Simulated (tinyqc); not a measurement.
# Trap density from the barrier height

Problem. In a partly depleted grain with all boundary traps filled, 2 N W = Qt and VB = q N W^2/(2 eps0 eps_r). Find Qt, W and the doping at which VB would equal Vt.

Inputs (values chosen for the exercise):
- T = 400 K (temperature)
- eps_r = 11.7 (relative permittivity)

Constants: q = 1.602176634e-19 C, kB = 1.380649e-23 J/K, Vt = kB T/q, eps0 = 8.8541878128e-14 F/cm where lengths are in cm. Results are converted to the units shown.

doping = 3.2e17 cm^-3
barrier height = 0.19574057 V

Answer. Eliminating W gives VB = q Qt^2/(8 eps0 eps_r N), which falls as 1/N.

Qt = 1.80e12 cm^-2
W = 28.1 nm
doping for VB = Vt = 1.82e18 cm^-3

Program tinyqc, `OMP_NUM_THREADS=1 python tinyqc.py 2830284 2830285 out.jsonl`; Intel Xeon 2.30GHz, shared host, one thread, about 0.01 s.
